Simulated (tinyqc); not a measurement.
# Changing the field B

Model: Heisenberg spin cluster by exact diagonalisation: multiplets, susceptibility, level crossings. Computed by tinyqc, a small Python program. Command: `OMP_NUM_THREADS=1 python tinyqc.py 3008088 3008089 out.jsonl spincl sweep`. One thread of a shared host (Intel(R) Xeon(R) Processor @ 2.30GHz), about 0.02 s of CPU time with the checks.

H = J1 sum S_i.S_j over the bonds 1-2, 3-4 + J2 sum over 2-3 - g mu_B B S_z; J > 0 is antiferromagnetic.

Inputs (values chosen for the exercise, for a model cluster): exchange J1 = 1.12 meV; exchange J2 = 0.36 meV; g factor = 2.11; temperature T = 19 K.

Cluster: chain of four, J1 outer bonds and J2 in the middle. Spin s of each site: 1.

Constants: k_B = 8.617333262e-05 eV/K; mu_B = 5.7883818060e-05 eV/T.

Method. Every multiplet has one member in the block S_z = 0; diagonalise it and read the total spin from <S^2> = S (S + 1). Each multiplet splits as E - g mu_B B m; <S_z> is the Boltzmann mean. The first level crossing is at the smallest (E_S - E_0)/(g mu_B (S - S_0)) over higher spins (0 if the ground state has the highest spin).

One run for each value:
```
field B (T)   <S_z>  first crossing field (T)
0.56         0.0583                    7.2081
0.95         0.0988                    7.2081
1.60         0.1665                    7.2081
2.80         0.2915                    7.2081
4.70         0.4902                    7.2081
8.00         0.8375                    7.2081
14.00        1.4719                    7.2081
23.00        2.3631                    7.2081
39.00        3.4112                    7.2081
67.00        3.9245                    7.2081
```

Over the rows, <S_z> rises from 0.0583 to 3.92 (exponent d ln y / d ln x 1.0 between the first rows and 0.26 between the last). At small field <S_z> is linear in B; any level crossing is rounded over k_B T/(g mu_B) = 13 T.

Extremes, crossings and ranges named in words are read from the listed rows.
